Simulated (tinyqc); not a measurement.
Sp3 tight binding, zinc-blende lattice, step by step. Computed by tinyqc, a small Python program that keeps every step. Command: `OMP_NUM_THREADS=1 python tinyqc.py 31891 31892 out.jsonl` (the two numbers bound the seeds that draw the settings). One thread of a shared host (Intel(R) Xeon(R) Processor @ 2.60GHz), about 0.01 s of CPU time with the checks.

## Bloch Hamiltonian at k

Parameters chosen for this model: zinc-blende lattice, anion at 0, cation at a/4 (1,1,1); V = eta hbar^2 / (m d^2), hbar^2/m = 7.619964 eV angstrom^2:
```
parameter          value      unit
a               5.260000  angstrom
d               2.277647  angstrom
Es anion      -12.550000        eV
Ep anion       -6.910000        eV
Es cation     -12.550000        eV
Ep cation      -6.910000        eV
eta ss         -1.320000
eta sp          1.420000
eta pp sigma    2.220000
eta pp pi      -0.630000
V ss           -1.938894        eV
V sp            2.085780        eV
V pp sigma      3.260867        eV
V pp pi        -0.925381        eV
```

k point k (2 pi / a): -0.630000  0.370000  0.640000

Slater-Koster rules over the four bonds with direction cosines (l, m, n): ss V_ss; s-px l V_sp; px-s -l V_sp; px-px l^2 V_pps + (1 - l^2) V_ppp; px-py l m (V_pps - V_ppp); each times exp(i k.d).

H(k) at k (eV):
```
                      a s                a px                 a py                 a pz
a s            -12.550000            0.000000             0.000000             0.000000
a px             0.000000           -6.910000             0.000000             0.000000
a py             0.000000            0.000000            -6.910000             0.000000
a pz             0.000000            0.000000             0.000000            -6.910000
c s   -1.906932+3.004843i  1.225913-1.803037i  -2.841132+0.777988i  -1.184374+1.866275i
c px  -1.225913+1.803037i  0.462286-0.728447i   1.372413-2.162577i   3.292208-0.901507i
c py   2.841132-0.777988i  1.372413-2.162577i   0.462286-0.728447i  -1.420547+2.089299i
c pz   1.184374-1.866275i  3.292208-0.901507i  -1.420547+2.089299i   0.462286-0.728447i

                      c s                 c px                 c py                 c pz
a s   -1.906932-3.004843i  -1.225913-1.803037i   2.841132+0.777988i   1.184374+1.866275i
a px   1.225913+1.803037i   0.462286+0.728447i   1.372413+2.162577i   3.292208+0.901507i
a py  -2.841132-0.777988i   1.372413+2.162577i   0.462286+0.728447i  -1.420547-2.089299i
a pz  -1.184374-1.866275i   3.292208+0.901507i  -1.420547-2.089299i   0.462286+0.728447i
c s            -12.550000             0.000000             0.000000             0.000000
c px             0.000000            -6.910000             0.000000             0.000000
c py             0.000000             0.000000            -6.910000             0.000000
c pz             0.000000             0.000000             0.000000            -6.910000
```

## Levels at k

Diagonalise the Hermitian matrix.

eigenvalues (eV): -17.435204  -14.317917  -11.117657  -11.002785  -5.359945  -3.362440  -2.816385  -1.147667

weights |c|^2 of the basis functions:
```
        band 1    band 2    band 3    band 4    band 5    band 6    band 7    band 8
a s   0.454488  0.183127  0.035714  0.000218  0.281429  0.020016  0.000009  0.025000
a px  0.009787  0.108960  0.070331  0.273394  0.047049  0.067113  0.255003  0.168362
a py  0.025919  0.098136  0.277360  0.003421  0.119309  0.336819  0.000104  0.138932
a pz  0.009806  0.109777  0.116594  0.222967  0.052214  0.076052  0.244885  0.167706
c s   0.454488  0.183127  0.035714  0.000218  0.281429  0.020016  0.000009  0.025000
c px  0.009787  0.108960  0.070331  0.273394  0.047049  0.067113  0.255003  0.168362
c py  0.025919  0.098136  0.277360  0.003421  0.119309  0.336819  0.000104  0.138932
c pz  0.009806  0.109777  0.116594  0.222967  0.052214  0.076052  0.244885  0.167706
```

## Bloch Hamiltonian at X

k point X (2 pi / a): 1  0  0

As before.

H(k) at X (eV):
```
                     a s                a px                a py                a pz
a s           -12.550000            0.000000            0.000000            0.000000
a px            0.000000           -6.910000            0.000000            0.000000
a py            0.000000            0.000000           -6.910000            0.000000
a pz            0.000000            0.000000            0.000000           -6.910000
c s             0.000000  0.000000+4.816903i            0.000000            0.000000
c px  0.000000-4.816903i            0.000000            0.000000            0.000000
c py            0.000000            0.000000            0.000000  0.000000-5.581665i
c pz            0.000000            0.000000  0.000000-5.581665i            0.000000

                     c s                c px                c py                c pz
a s             0.000000  0.000000+4.816903i            0.000000            0.000000
a px  0.000000-4.816903i            0.000000            0.000000            0.000000
a py            0.000000            0.000000            0.000000  0.000000+5.581665i
a pz            0.000000            0.000000  0.000000+5.581665i            0.000000
c s           -12.550000            0.000000            0.000000            0.000000
c px            0.000000           -6.910000            0.000000            0.000000
c py            0.000000            0.000000           -6.910000            0.000000
c pz            0.000000            0.000000            0.000000           -6.910000
```

## Levels at X

As before.

eigenvalues (eV): -15.311662  -15.311662  -12.491665  -12.491665  -4.148338  -4.148338  -1.328335  -1.328335

## Bands along a path

The same steps at evenly spaced points between the labelled ones.

Bands along the path (eV):
```
k             band 1      band 2      band 3      band 4     band 5     band 6     band 7     band 8
L         -17.565392  -14.524910  -10.640902  -10.640902  -5.698897  -3.179098  -3.179098  -1.130801
L-G 0.20  -18.035591  -13.895945  -10.505550  -10.505550  -5.615804  -3.314450  -3.314450  -1.372660
L-G 0.40  -18.883125  -12.566749  -10.124312  -10.124312  -5.401424  -3.695688  -3.695688  -2.068702
L-G 0.60  -19.635528  -11.020085   -9.578849   -9.578849  -5.143227  -4.241151  -4.241151  -3.121161
L-G 0.80  -20.132722   -9.543357   -9.037575   -9.037575  -4.948038  -4.782425  -4.782425  -4.295883
G         -20.305576   -8.790140   -8.790140   -8.790140  -5.029860  -5.029860  -5.029860  -4.794424
G-X 0.20  -20.074173   -9.394433   -9.394433   -9.242682  -4.973700  -4.629446  -4.425567  -4.425567
G-X 0.40  -19.396669  -10.526272  -10.526272  -10.382822  -4.816659  -4.323850  -3.293728  -3.293728
G-X 0.60  -18.321866  -11.900227  -11.558923  -11.558923  -4.591629  -4.106278  -2.261077  -2.261077
G-X 0.80  -16.926896  -13.592834  -12.250178  -12.250178  -4.348714  -4.051556  -1.569822  -1.569822
X         -15.311662  -15.311662  -12.491665  -12.491665  -4.148338  -4.148338  -1.328335  -1.328335
X-W 0.20  -15.311662  -15.311662  -12.491665  -12.491665  -4.148338  -4.148338  -1.328335  -1.328335
X-W 0.40  -15.311662  -15.311662  -12.491665  -12.491665  -4.148338  -4.148338  -1.328335  -1.328335
X-W 0.60  -15.311662  -15.311662  -12.491665  -12.491665  -4.148338  -4.148338  -1.328335  -1.328335
X-W 0.80  -15.311662  -15.311662  -12.491665  -12.491665  -4.148338  -4.148338  -1.328335  -1.328335
W         -15.311662  -15.311662  -12.491665  -12.491665  -4.148338  -4.148338  -1.328335  -1.328335
```

With 4 band(s) filled, the highest filled level on these points lies at G and the lowest empty one at L: a gap of 3.0912 eV, indirect.
